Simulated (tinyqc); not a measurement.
Comparisons within one model: band folding and unfolding in a supercell of a chain. A value that a table varies takes the place of the one given here.

A chain with hopping -t and n = 2 sites a supercell. H(K) has v_j on the diagonal, -t between neighbours and -t exp(2 pi i K) on the bond that closes the cell (from the last site to the first of the next cell). The point K holds the n wave vectors k_m = (K + m)/n of the primitive zone, in 2 pi/a, m = 0 to n - 1, with E0 = -2t cos(2 pi k_m). The unfolding weight of a state c on k_m is |sum_j c_j exp(-2 pi i k_m j)|^2/n, j = 0 to n - 1.

Parameters, chosen for this exercise: t = 0.86 eV (hopping); v = (0.6, -0.6) eV (site energies in the supercell); Kq = 0.11 2 pi/(n a) (wave vector in the small zone).

## From folded lines to real minibands

The potential is scaled by x. For the lowest level at K: energy, second-order estimate E0(k_0) + x V_0 - x^2 sum_m |V_m|^2/(E0(k_m) - E0(k_0)), weight on k_0, and width of the lowest miniband between K = 0 and 1/2.

Lowest level:
```
x      E (eV)  second order (eV)  weight on k_0  miniband width (eV)
0.00  -1.6183            -1.6183          1.000               1.7200
0.25  -1.6253            -1.6253          0.998               1.5765
0.50  -1.6459            -1.6461          0.992               1.4460
1.00  -1.7260            -1.7295          0.969               1.2216
1.50  -1.8517            -1.8686          0.937               1.0412
2.00  -2.0147            -2.0632          0.902               0.8972
3.00  -2.4205            -2.6194          0.834               0.6897
4.00  -2.8946            -3.3979          0.780               0.5527
```

What can be read from the table?

Second order is -3.6 meV off at x = 1 and -199 meV at x = 3. The weight on the parent k falls to 0.97 at x = 1 and 0.78 at x = 4, and the miniband narrows from 1.720 to 0.553 eV as the state gathers on the low sites. While the weight stays near one the primitive band is still the right picture and the folded copies carry little spectral weight.

## What each change does

The two lowest levels at K and the weight of the lowest on k_0. Each row changes one parameter from the base and keeps the others.

Results:
```
case                   level 1 (eV)  level 2 (eV)  weight
base                        -1.7260        1.7260  0.9688
t = 0.946 eV                -1.8785        1.8785  0.9738
v = (-0.6, 0.6) eV          -1.7260        1.7260  0.9688
Kq = 0.445 2 pi/(n a)       -0.6689        0.6689  0.7210
```

What can be read from the table?

The largest shifts from the base row, up to three for each result and ties (the steps differ in size, so this ranks the rows, not the parameters). level 1 (eV): Kq +1.0570, t -0.1526; unchanged at the printed digits by v. level 2 (eV): Kq -1.0570, t +0.1526; unchanged at the printed digits by v. weight: Kq -0.2478, t +0.0050; unchanged at the printed digits by v.

Program tinyqc; command `OMP_NUM_THREADS=1 python tinyqc.py 1480930 1480931 out.jsonl`; about 0.01 s on one thread of a shared Intel(R) Xeon(R) Processor @ 2.30GHz.
